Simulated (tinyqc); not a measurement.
What moves the results: plasmons of a degenerate electron gas in the random-phase approximation. A value that a table varies takes the place of the one given here.

Zero temperature, parabolic band: kF = (3 pi^2 n)^(1/3), EF = c kF^2/m, Ep^2 = 8 pi c e2 n/(m eb), qTF^2 = 6 pi e2 n/(eb EF), c = hbar^2/2m0, e2 = e^2/(4 pi eps0), n in 1/angstrom^3 (1e-24 per 1/cm^3).

Lindhard function: eps(q, E)/eb = 1 + (qTF/q)^2 (f1 + i f2) with z = q/(2 kF), u = E/(hbar vF q), hbar vF = 2 c kF/m; f1 = 1/2 + [h(z - u) + h(z + u)]/(8 z), h(x) = (1 - x^2) ln|(x + 1)/(x - 1)|; f2 = pi u/2 for z + u < 1, (pi/(8 z))(1 - (z - u)^2) for |z - u| < 1 < z + u, else 0. Pairs exist for c (q^2 - 2 q kF)/m < E < c (q^2 + 2 q kF)/m.

Constants: hbar^2/2m0 = 3.80998211 eV angstrom^2; e^2/(4 pi eps0) = 14.39964547 eV angstrom; a0 (Bohr radius) = 0.5291772105 angstrom.

Inputs chosen for the exercise (mass and background constant near those of GaAs; polar phonons, which mix with the plasmon in the real crystal, and the rise of the mass with filling are left out; the results hold for these values, not for the real material):
- n = 8.8e+18 1/cm^3 (electron density)
- m = 0.068 m0 (mass)
- eb = 10.6 (background dielectric constant)
- ed = 1 (dielectric constant of the surroundings)
- d = 50 angstrom (film thickness)
- qp = 0.00896 1/angstrom (wave vector of the plasmon)

## Dispersion and weight of the plasmon

Short formula: E^2 = Ep^2 + (3/5)(hbar vF q)^2 + (c q^2/m)^2; qc is where the plasmon meets the top of the continuum. The weight is the share of the f-sum that the plasmon carries, 2E/(Ep^2 d(eps/eb)/dE); a dash marks no undamped root.

Energies (meV):
```
q (1/angstrom),q/kF,top of continuum,plasmon,short formula,weight
0.00242,0.038,17.65,130.4,130.4,1.000
0.00604,0.095,45.27,134.1,134.0,0.999
0.00967,0.151,74.45,140.8,140.5,0.994
0.0133,0.208,105.1,150.8,149.6,0.978
0.0169,0.265,137.0,164.1,160.8,0.936
0.0193,0.302,159.0,175.1,169.5,0.876
0.0218,0.341,182.7,189.0,179.3,0.745
0.0235,0.368,199.1,200.4,186.5,0.536
0.0266,0.416,230.0,-,200.4,-
0.0314,0.492,280.0,-,224.0,-
```

qc = 0.02418 1/angstrom

Ep = 129.7 meV. The plasmon rises from 130.4 to 200.4 meV just before qc, 54 % above Ep. The short formula errs by -0.82 % at q/kF = 0.21 and -6.97 % next to qc. The weight falls from 1.000 to 0.536 as pairs take over the sum.

## Density dependence

n is multiplied by the factor listed.

Results:
```
factor,rs,EF (meV),Ep (meV),Ep/EF,qc/kF,alpha = 3 EF/(5 Ep)
0.10,0.785,49.24,41.03,0.833,0.510,0.720
0.20,0.623,78.17,58.02,0.742,0.467,0.808
0.50,0.459,144.0,91.74,0.637,0.414,0.942
1.0,0.364,228.6,129.7,0.568,0.379,1.057
2.0,0.289,362.8,183.5,0.506,0.346,1.186
5.0,0.213,668.3,290.1,0.434,0.306,1.382
10,0.169,1061,410.3,0.387,0.279,1.551
```

Over two decades Ep grows by 10.0 (n^(1/2)) and EF by 21.5 (n^(2/3)), so Ep/EF falls from 0.833 to 0.387 as sqrt(rs), and qc/kF from 0.510 to 0.279: in a dense gas the plasmon enters the continuum earlier on the scale of kF. alpha is the coefficient in E = Ep + alpha hbar^2 q^2/(m m0).

## Thin film modes against wave vector (bulk, surface, particle and sheet plasmons)

Drude medium eps = eb (1 - Ep^2/E^2), no retardation. A film of thickness d has modes eps = -ed coth(q d/2) (lower) and eps = -ed tanh(q d/2) (upper); a sheet with ns = n d has E^2 = 4 pi c e2 ns q/(m ed). One surface: eps = -ed; small sphere: eps = -2 ed.

Modes (meV):
```
q d,q (1/angstrom),lower,upper,sheet
0.020,0.000400,40.17,129.7,42.24
0.050,0.00100,59.38,129.6,66.79
0.10,0.00200,76.34,129.4,94.46
0.20,0.00400,93.00,129.1,133.6
0.50,0.0100,110.2,128.3,211.2
1.0,0.0200,118.2,127.0,298.7
2.0,0.0400,122.4,125.3,422.4
4.0,0.0800,123.8,124.2,597.4
8.0,0.160,124.0,124.0,844.8
```

bulk, surface, sphere (meV): 129.7  124.0  119.0

At small q d the lower mode tends to the sheet law sqrt(q) (no listed row is yet within 5 %) and the upper one starts near the bulk value. At q d = 8 the two are 0.0072 meV apart around the surface value 124 meV. Retardation, left out here, matters where q is below about three times sqrt(ed) E/(hbar c), hbar c = 1973.27 eV angstrom: that holds for 0 of the rows (from the top) for the lower mode and 0 for the upper one. From q d = 2 on q exceeds half of kF = 0.0639 1/angstrom, where a local dielectric function has failed; it does so earlier, once hbar vF q nears the mode energy.

## What moves the plasmon

The plasmon is taken at qp. Each row changes one parameter from the base and keeps the others.

Results:
```
case,Ep (meV),plasmon at qp (meV),qc (1/angstrom)
base,129.7,139.3,0.02418
n = 1.06e+19 1/cm^3,142.4,152.2,0.02511
m = 0.0782 m0,121.0,128.7,0.02554
eb = 9.54,136.8,145.8,0.02520
qp = 0.00627 1/angstrom,129.7,134.4,0.02418
```

The largest shifts from the base row, up to three for each result and ties (the steps differ in size, so this ranks the rows, not the parameters). Ep (meV): n +12.7, m -8.76, eb +7.02; unchanged at the printed digits by qp. plasmon at qp (meV): n +12.9, m -10.5, eb +6.54. qc (1/angstrom): m +0.00136, eb +0.00102, n +0.000929; unchanged at the printed digits by qp.

tinyqc: `OMP_NUM_THREADS=1 python tinyqc.py 1652640 1652641 out.jsonl`; about 0.01 s, one thread, shared Intel(R) Xeon(R) Processor @ 2.30GHz.
